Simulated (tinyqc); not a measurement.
Exponent and activation energy from three stresses.

Inverse problem. Oxide breakdown follows t63 = a V^(-n) exp(Ea q/(kB T)). Find n, Ea and the E-model slope gamma = n/E (cm/MV) at the higher voltage, E = V/tox.

Inputs (values chosen for the exercise):
```
symbol,value,unit,meaning
tox,4.4,nm,oxide thickness
```

Constants: q = 1.602176634e-19 C, kB = 1.380649e-23 J/K. Results are converted to the units shown.

t63 at (4.12 V, 398 K), (5.65 V, 398 K) and (5.65 V, 423 K) (s): [10248.405, 0.11111730, 0.045354342]

Solution. The two voltages give n and the two temperatures Ea.

n = 36.2
Ea = 0.520 eV
gamma = 2.82 cm/MV

Computed by the program tinyqc: `OMP_NUM_THREADS=1 python tinyqc.py 2070152 2070153 out.jsonl`, one thread of a shared Intel Xeon 2.30GHz, about 0.01 s for the whole run.
